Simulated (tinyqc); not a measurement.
## Stacked nanosheet transistor, parasitic resistance, capacitance and delay: effect of the contact resistivity

Ns sheets share one contact on top; each has perimeter p = 2 (Ws + ts) and cross-section A = Ws ts; contact width Wc = Ws + 10 nm, stack height Hs = Ns pv. Sheet 1 is the top one. Contact length Lc = CPP - Lg - 2 Lsp, shared by two neighbouring gates. Source and drain sides are equal. The formulas are first-order estimates, not field solutions.

Epitaxy sheet resistance Rsh = re/te, transfer length LT = sqrt(rc/Rsh), contact Rc = [sqrt(rc Rsh)/Wc] coth(Lc/(2 LT)); extension of one sheet Rx = rx Lsp/A. With N sheets: gate Cg = Cinv p N Lg; per side, plate Cp = ks eps0 [Wc (Hs + Hc) - N A]/Lsp, top fringe Cf = (2/pi) ks eps0 Wc ln(1 + Lg/(2 Lsp)), overlap Co = Cinv p N Lov. One sheet: I = p Q vx u/(1 + |u|^1.8)^(1/1.8), Q = Cinv n Vt ln(1 + exp((Vg' - VT + dl Vd')/(n Vt))), u = Vd' mu/(vx Lg), Vg' = Vgs - v, Vd' = Vds - 2 v, with the drop on each side v_j = Rc sum I + rv (sum over levels k = 2..j of the current of sheets k..Ns) + Rx I_j. Ieff = [I(Vgs = Vdd, Vds = Vdd/2) + I(Vdd/2, Vdd)]/2, total currents. With Cs = Cp + Cf + Co, the load of an inverter of two such devices driving an equal one is CL = 2 (Cg + 2 Cs) + 4 Cs + Cw (own drains counted twice for the Miller effect); delay CL Vdd/(2 Ieff).

Parameters, values chosen for the exercise; values close to those of silicon logic devices:
```
symbol    value        unit                                   meaning
T           300           K                               temperature
Ns            2                                      number of sheets
Ws           12          nm                               sheet width
ts            7          nm                           sheet thickness
pv           14          nm              vertical pitch of the sheets
rv           52         ohm  vertical resistance between sheet levels
CPP          54          nm                      contacted gate pitch
Lg           16          nm                               gate length
Lsp           5          nm                             spacer length
ks            4                   relative permittivity of the spacer
Hc           20          nm       gate height above the channel stack
re      0.00068      ohm cm   resistivity of the source-drain epitaxy
te           15          nm     current-carrying depth of the epitaxy
rx      0.00046      ohm cm              resistivity of the extension
Lov           2          nm                              gate overlap
Cinv        2.6     uF/cm^2                     inversion capacitance
vx        9.8e6        cm/s                        injection velocity
mu          310  cm^2/(V s)                         apparent mobility
VT         0.22           V           threshold at zero drain voltage
dl        0.067         V/V                          barrier lowering
n          1.19                                   subthreshold factor
Cw         0.06          fF                                 wire load
Vdd         0.8           V                            supply voltage
```

Constants: q = 1.602176634e-19 C, kB = 1.380649e-23 J/K, eps0 = 8.8541878128e-12 F/m, Vt = kB T/q. Results are converted to the units shown.

The same in every row: Rx/N (ohm) = 136.9; CL (aF) = 209.0.

Result of one run:
```
Rc (ohm)  Ieff (uA)  delay (ps)
97.28         76.20       1.097
```

Which contact resistivity rc gave this result: 1e-10, 2.1e-10, 2.1e-9 or 9.4e-9 ohm cm^2?

rc = 1e-10 ohm cm^2.

The whole series:
```
rc (ohm cm^2)  Rc (ohm)  Ieff (uA)  delay (ps)
1e-10             97.28      76.20       1.097
2.1e-10           144.9      75.42       1.108
4.5e-10           231.6      74.02       1.129
9.7e-10           405.7      71.34       1.172
2.1e-9            775.4      66.09       1.265
4.4e-9             1523      56.63       1.476
9.4e-9             3148      39.67       2.107
2e-8               6589      23.22       3.600
```

As rc goes from 1e-10 to 2e-8 ohm cm^2, Ieff falls from 76.2 to 23.2 uA, CL stays at 209 aF and the delay rises from 1.10 to 3.60 ps. Rc goes as rc^(0.54) at the start and rc^(0.98) at the end (1/2 for a long contact, 1 for a short one). For rc = 1e-10 to 2.1e-10 ohm cm^2 rc lies near or below the quantum limit of metal-silicon contacts.

Numbers from tinyqc (`OMP_NUM_THREADS=1 python tinyqc.py 2170029 2170030 out.jsonl`; about 0.05 s on one thread of a shared Intel Xeon 2.30GHz).
